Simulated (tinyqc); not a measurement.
What moves the results: Kronig-Penney superlattice by transfer matrices. A value that a table varies takes the place of the one given here.

Wells (width a, potential 0, mass mw) alternate with barriers (width b, height V0, mass mb); period d = a + b; c = hbar^2/2m0. The vector (psi, psi'/m) is continuous, and a layer of thickness t carries it by M = [[cos kt, (m/k) sin kt], [-(k/m) sin kt, cos kt]] with k = sqrt(m (E - V)/c); for E < V, k = i kappa gives [[cosh, (m/kappa) sinh], [(kappa/m) sinh, cosh]] of kappa t. A Bloch state obeys cos(q d) = tr(Mb Mw)/2.

Constants: hbar^2/2m0 = 3.80998211 eV angstrom^2.

Parameters, chosen for this exercise (near those of the light valleys of a Si film between layers of SiO2; shifted at random, so the results belong to these values and not to a real crystal): a = 20 angstrom (well width); V0 = 3.17 eV (barrier height); mw = 0.186 m0 (mass in the wells); mb = 0.508 m0 (mass in the barriers); bs = (3, 4.5, 6, 7.8, 9.6, 12, 15) angstrom (barrier widths); b = 6 angstrom (barrier width).

## Barrier width

First miniband against b. m_z = -2 c f'/d^2 with f = tr M/2 at the bottom of the band. E1 is the level of the single well, kappa1 its decay constant in the barrier.

First miniband:

| b (angstrom) | bottom (eV) | top (eV) | W (meV) | ln W | m_z (m0) |
|---|---|---|---|---|---|
| 3.0 | 0.2155 | 0.2957 | 80.27 | 4.385 | 0.438 |
| 4.5 | 0.2395 | 0.2710 | 31.53 | 3.451 | 0.878 |
| 6.0 | 0.2490 | 0.2613 | 12.38 | 2.516 | 1.89 |
| 7.8 | 0.2531 | 0.2572 | 4.029 | 1.394 | 4.96 |
| 9.6 | 0.2545 | 0.2558 | 1.312 | 0.271 | 13.3 |
| 12.0 | 0.2550 | 0.2553 | 0.2938 | -1.225 | 50.7 |
| 15.0 | 0.2551 | 0.2552 | 0.04527 | -3.095 | 275 |

E1 = 0.2551 eV
kappa1 = 0.6234 1/angstrom

W falls from 80.3 to 0.05 meV, and both edges close in on E1. The slope of ln W is -0.6231 per angstrom over the first two rows and -0.6234 over the last two, against -kappa1 = -0.6234: the width follows one power of the tunnelling amplitude once the wells couple weakly. m_z grows by a factor 627.0. Layers under about 10 angstrom are at the limit of envelope theory.

## From one barrier to a miniband

Transmission through N barriers separated by wells, between leads of the well material: T = 4/[(M11 + M22)^2 + (u M12 - M21/u)^2] with u = k/mw and M the product over all layers; twelve evenly spaced energies around the first miniband.

Transmission:

| E (eV) | tr M/2 of a period | N = 1 | N = 2 | N = 4 | N = 8 |
|---|---|---|---|---|---|
| 0.243402 | 1.949 | 0.00134 | 8.83e-05 | 5.08e-07 | 1.72e-11 |
| 0.245652 | 1.562 | 0.00135 | 0.000139 | 2.31e-06 | 6.83e-10 |
| 0.247902 | 1.180 | 0.00136 | 0.000245 | 1.93e-05 | 1.68e-07 |
| 0.250152 | 0.803 | 0.00138 | 0.000535 | 0.00160 | 0.000577 |
| 0.252402 | 0.431 | 0.00139 | 0.00187 | 0.00118 | 0.00676 |
| 0.254652 | 0.064 | 0.00140 | 0.0800 | 0.0216 | 0.00586 |
| 0.256902 | -0.299 | 0.00141 | 0.00395 | 0.00147 | 0.00299 |
| 0.259152 | -0.656 | 0.00143 | 0.000829 | 0.0106 | 0.00290 |
| 0.261402 | -1.009 | 0.00144 | 0.000354 | 8.25e-05 | 1.58e-05 |
| 0.263652 | -1.357 | 0.00145 | 0.000197 | 6.86e-06 | 9.59e-09 |
| 0.265902 | -1.700 | 0.00146 | 0.000127 | 1.39e-06 | 1.74e-10 |
| 0.268152 | -2.038 | 0.00148 | 8.89e-05 | 4.16e-07 | 9.29e-12 |

5 of the energies lie in the miniband (|tr M/2| <= 1); there T for N = 8 runs between 0.000577 and 0.00676. In the gaps it falls with N: at E = 0.2682 eV from 4.16e-07 (N = 4) to 9.29e-12 (N = 8), a slope of ln T of -2.68 a period, against -2 arccosh|tr M/2| = -2.68.

## What each parameter does

Bottom and width of the first miniband, the gap above it, and m_z = -2 c f'/d^2 with f = tr M/2. Each row changes one parameter from the base and keeps the others.

Results:

| case | bottom (eV) | width (meV) | gap (meV) | m_z (m0) |
|---|---|---|---|---|
| base | 0.2490 | 12.4 | 772.5 | 1.8892 |
| a = 22 angstrom | 0.2170 | 10.0 | 669.4 | 2.0068 |
| b = 5 angstrom | 0.2437 | 23.1 | 748.3 | 1.1271 |
| V0 = 3.645 eV | 0.2604 | 9.3 | 807.0 | 2.4912 |
| mw = 0.2046 m0 | 0.2381 | 11.2 | 728.7 | 2.0927 |
| mb = 0.5842 m0 | 0.2414 | 9.4 | 765.6 | 2.4742 |

The largest shifts from the base row, up to three for each result and ties (the steps differ in size, so this ranks the rows, not the parameters). bottom (eV): a -0.0320, V0 +0.0114, mw -0.0108. width (meV): b +10.7, V0 -3.1, mb -3.0. gap (meV): a -103.2, mw -43.8, V0 +34.5. m_z (m0): b -0.7621, V0 +0.6020, mb +0.5850.

Program tinyqc; command `OMP_NUM_THREADS=1 python tinyqc.py 1251973 1251974 out.jsonl`; about 0.04 s on one thread of a shared Intel(R) Xeon(R) Processor @ 2.30GHz.
